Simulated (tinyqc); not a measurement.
Worked calculation: Hueckel theory of the pi electrons, for the molecule Bc1nc2nccnc2[nH]1 (SMILES; centres numbered as the heavy atoms are written). One step of it, computed by the program tinyqc.

Problem. Orbitals. Diagonalise; E = alpha + x beta with beta < 0, so the largest x are filled first; degenerate levels share their electrons. P = sum n_i c_ri c_si; each orbital has its largest coefficient positive (the first on a tie).

Hueckel matrix in units of beta (H = alpha + beta A):
```
            1B        2C        3N        4C        5N        6C        7C        8N
1B   -1.000000  0.700000  0.000000  0.000000  0.000000  0.000000  0.000000  0.000000
2C    0.700000  0.000000  1.000000  0.000000  0.000000  0.000000  0.000000  0.000000
3N    0.000000  1.000000  0.500000  1.000000  0.000000  0.000000  0.000000  0.000000
4C    0.000000  0.000000  1.000000  0.000000  1.000000  0.000000  0.000000  0.000000
5N    0.000000  0.000000  0.000000  1.000000  0.500000  1.000000  0.000000  0.000000
6C    0.000000  0.000000  0.000000  0.000000  1.000000  0.000000  1.000000  0.000000
7C    0.000000  0.000000  0.000000  0.000000  0.000000  1.000000  0.000000  1.000000
8N    0.000000  0.000000  0.000000  0.000000  0.000000  0.000000  1.000000  0.500000
9C    0.000000  0.000000  0.000000  1.000000  0.000000  0.000000  0.000000  1.000000
10N   0.000000  0.800000  0.000000  0.000000  0.000000  0.000000  0.000000  0.000000

           9C       10N
1B   0.000000  0.000000
2C   0.000000  0.800000
3N   0.000000  0.000000
4C   1.000000  0.000000
5N   0.000000  0.000000
6C   0.000000  0.000000
7C   0.000000  0.000000
8N   1.000000  0.000000
9C   0.000000  0.800000
10N  0.800000  1.500000
```

pi electrons, sum of z_r less the charge = 10

Give: x values; occupations; coefficients; charge and bond-order matrix P.

Solution.

x values: [2.603, 1.907, 1.605, 1.042, 0.829, -0.376, -0.836, -1.170, -1.604, -1.999]

occupations: [2.000, 2.000, 2.000, 2.000, 2.000, 0.000, 0.000, 0.000, 0.000, 0.000]

coefficients:
```
       MO1     MO2     MO3     MO4     MO5     MO6     MO7     MO8
1B   0.059   0.070  -0.053  -0.014   0.180   0.508   0.423   0.276
2C   0.302   0.291  -0.199  -0.042   0.471   0.453   0.099  -0.067
3N   0.327   0.063  -0.497  -0.402   0.308  -0.357  -0.227  -0.211
4C   0.387  -0.203  -0.350  -0.176  -0.369  -0.141   0.205   0.419
5N   0.263  -0.440  -0.299   0.440  -0.190   0.367  -0.400   0.054
6C   0.167  -0.416   0.019   0.414   0.307  -0.181   0.330  -0.510
7C   0.172  -0.354   0.331  -0.008   0.445  -0.299   0.124   0.542
8N   0.279  -0.258   0.511  -0.423   0.062   0.294  -0.434  -0.125
9C   0.416  -0.009   0.234  -0.221  -0.424   0.042   0.456  -0.334
10N  0.521   0.554   0.269   0.460  -0.055  -0.211  -0.190   0.120

        MO9    MO10
1B    0.658  -0.098
2C   -0.568   0.140
3N    0.301  -0.267
4C   -0.065   0.527
5N   -0.039  -0.343
6C    0.147   0.330
7C   -0.196  -0.318
8N    0.168   0.305
9C   -0.158  -0.444
10N   0.187   0.069
```

charge and bond-order matrix P:
```
         1B      2C      3N      4C      5N      6C      7C      8N
1B    0.088   0.268   0.223  -0.074  -0.080   0.058   0.096  -0.023
2C    0.268   0.877   0.756  -0.078  -0.194   0.104   0.185  -0.091
3N    0.223   0.756   1.230   0.490  -0.056  -0.106   0.020   0.021
4C   -0.074  -0.078   0.490   0.961   0.578  -0.087  -0.281   0.066
5N   -0.080  -0.194  -0.056   0.578   1.165   0.691   0.027  -0.328
6C    0.058   0.104  -0.106  -0.087   0.691   0.935   0.630   0.015
7C    0.096   0.185   0.020  -0.281   0.027   0.630   0.923   0.678
8N   -0.023  -0.091   0.021   0.066  -0.328   0.015   0.678   1.177
9C   -0.124  -0.228  -0.045   0.552   0.054  -0.287  -0.069   0.611
10N   0.077   0.438  -0.262  -0.131   0.052   0.071  -0.092  -0.116

         9C     10N
1B   -0.124   0.077
2C   -0.228   0.438
3N   -0.045  -0.262
4C    0.552  -0.131
5N    0.054   0.052
6C   -0.287   0.071
7C   -0.069  -0.092
8N    0.611  -0.116
9C    0.914   0.392
10N   0.392   1.730
```
